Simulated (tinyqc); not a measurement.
Inputs raised by 2 %, one at a time: electron mobility of a polar semiconductor by Rode's iterative solution of the Boltzmann equation. Computed by tinyqc, a small Python program. Command: `OMP_NUM_THREADS=1 python tinyqc.py 3010295 3010296 out.jsonl rode sens`. One thread of a shared host (Intel(R) Xeon(R) Processor @ 2.30GHz), about 0.02 s of CPU time with the checks.

The distribution is f(E) + e F l(E) (-df/dE) cos(theta) for a weak field F, theta counted from the force; l(E) is a mean free path. Elastic processes enter by their momentum rate, polar optical phonons by out- and in-scattering terms. One valley only: where upper valleys lie close, measured mobilities are lower. The density n is prescribed, even where a narrow-gap material would have more intrinsic carriers.

Inputs (values chosen for the exercise, for a model polar semiconductor):
```
quantity,value,unit
effective mass m,0.046,m_0
static permittivity eps_s,17.9,-
high-frequency permittivity eps_inf,9.03,-
density rho,6860,kg/m^3
sound velocity v_l,6100,m/s
acoustic deformation potential D_A,11,eV
optical phonon energy hbar w,50.6,meV
electron density n,2.2e+14,1/cm^3
compensation ratio C,0,-
temperature T,300,K
grid points per phonon energy s,6,-
iteration cap,200,-
```

Band: parabolic. Elastic processes: acoustic, impurity.

Constants: k_B = 8.617333262e-05 eV/K; m_0 = 9.1093837015e-31 kg; e = 1.602176634e-19 C; hbar = 1.054571817e-34 J s; eps_0 = 8.8541878128e-12 F/m; k_B = 1.380649e-23 J/K; hbar = 6.582119569e-16 eV s.

Method:
- Parabolic band: E = hbar^2 k^2/(2 m), speed v = hbar k/m, states per spin, volume and energy g(E) = m k/(2 pi^2 hbar^2). Masses are multiplied by m_0 and all formulas are in SI units.
- The reduced Fermi level eta = E_F/(k_B T) solves n = 2 Z int g f dE with f = 1/(1 + exp(x - eta)) (Z = 1 unless valleys are given); screening length L_s = sqrt(eps_s eps_0 k_B T/(e^2 dn/deta)), dn/deta = 2 Z int g f (1 - f) dE.
- Integrals over x = E/(k_B T) use 160 Gauss-Legendre points in u = sqrt(x) from 0 to sqrt(max(eta, 0) + 32).
- N_I = n (1 + C)/(1 - C).
- Phonon occupation N_q = 1/(exp(hbar w/(k_B T)) - 1).
- Acoustic deformation potential (elastic, equipartition, absorption and emission together): 1/tau = 2 pi k_B T D_A^2 g(E)/(hbar rho v_l^2).
- Singly charged impurities, momentum relaxation: 1/tau = N_I e^4 m (1 + 2 alpha E) Phi/(8 pi (eps_s eps_0)^2 hbar^3 k^3), with alpha = 0 for a parabolic band.
- Brooks-Herring: Phi = ln(1 + b) - b/(1 + b), b = 4 k^2 L_s^2.
- Polar optical, unscreened: W = e^2 w (1/eps_inf - 1/eps_s) m (1 + 2 alpha E') ln|(k + k')/(k - k')| / (4 pi eps_0 hbar^2 k), times N_q for absorption (E' = E + hbar w) and N_q + 1 for emission (E' = E - hbar w > 0), with alpha = 0 for a parabolic band; mean cosine of the angle <cos> = (k^2 + k'^2)/(2 k k') - 1/ln|(k + k')/(k - k')|.
- Energy grid E_j = (j + 1/2) hbar w/s, j = 0, 1, ..., up to (max(eta, 0) + 18) k_B T, so that E_j +/- hbar w are grid points; l = 0 beyond the grid; integrals are sums times the spacing.
- With f' = f(E'): out-scattering S_o = sum over absorption and emission of W (1 - f')/(1 - f); nu = sum of elastic rates; the in-scattering weights are c+ = W_abs <cos> (1 - f')/(1 - f) for E' = E + hbar w and c- likewise for emission.
- Iteration: l_new(E) = [v(E) + c+ l(E + hbar w) + c- l(E - hbar w)]/(nu + S_o), from l = 0.
- mu = e sum g v l f (1 - f) / (3 k_B T sum g f) over the grid; stop when mu changes by less than 1e-8 of itself.
- Self-energy RTA: l = v/(nu + S_o), the first iteration. Momentum RTA: l = v/(nu + S_o - c+ v(E + hbar w)/v - c- v(E - hbar w)/v), listed only where the denominator is positive on the whole grid. The polar-only value solves the same system with nu = 0; the elastic value takes l = v/nu.

Runs:
```
input moved,from,to,mobility mu (cm^2/(V s)),polar-phonon mobility (cm^2/(V s)),elastic mobility (cm^2/(V s)),self-energy RTA mobility (cm^2/(V s))
base run,-,-,7034.1,7266.5,2.5002e+05,4599.0
effective mass m (m_0),0.046,0.04692,6824.8,7053.9,2.3864e+05,4462.8
static permittivity eps_s,17.9,18.258,6901.6,7124.3,2.5075e+05,4511.5
high-frequency permittivity eps_inf,9.03,9.2106,7314.3,7565.9,2.5002e+05,4783.9
acoustic deformation potential D_A (eV),11,11.22,7026.0,7266.5,2.4106e+05,4595.2
optical phonon energy hbar w (meV),50.6,51.612,7294.7,7545.7,2.4993e+05,4807.7
temperature T (K),300,306,6718.7,6935.1,2.4383e+05,4358.3
sound velocity v_l (m/s),6100,6222,7041.9,7266.5,2.5929e+05,4602.7
```

Exponents ln(y'/y) / ln(x'/x):
```
input,mobility mu,polar-phonon mobility,elastic mobility,self-energy RTA mobility
effective mass m,-1.526,-1.500,-2.352,-1.518
static permittivity eps_s,-0.961,-0.998,0.148,-0.970
high-frequency permittivity eps_inf,1.972,2.039,0.000,1.991
acoustic deformation potential D_A,-0.058,0.000,-1.843,-0.042
optical phonon energy hbar w,1.837,1.904,-0.018,2.241
temperature T,-2.317,-2.357,-1.267,-2.715
sound velocity v_l,0.056,0.000,1.839,0.040
```

Which inputs matter most for each result?

Among the inputs moved here: mobility mu answers most in size to temperature T (exponent -2.317), next to high-frequency permittivity eps_inf (+1.972). Polar-phonon mobility answers most in size to temperature T (exponent -2.357), next to high-frequency permittivity eps_inf (+2.039); its exponent is below 0.0005 for acoustic deformation potential D_A, sound velocity v_l. Its exponent -1.500 in effective mass m: the polar rate grows as m^(1/2) and mu = e tau/m. Elastic mobility answers most in size to effective mass m (exponent -2.352), next to acoustic deformation potential D_A (-1.843); its exponent is below 0.0005 for high-frequency permittivity eps_inf. Self-energy RTA mobility answers most in size to temperature T (exponent -2.715), next to optical phonon energy hbar w (+2.241).
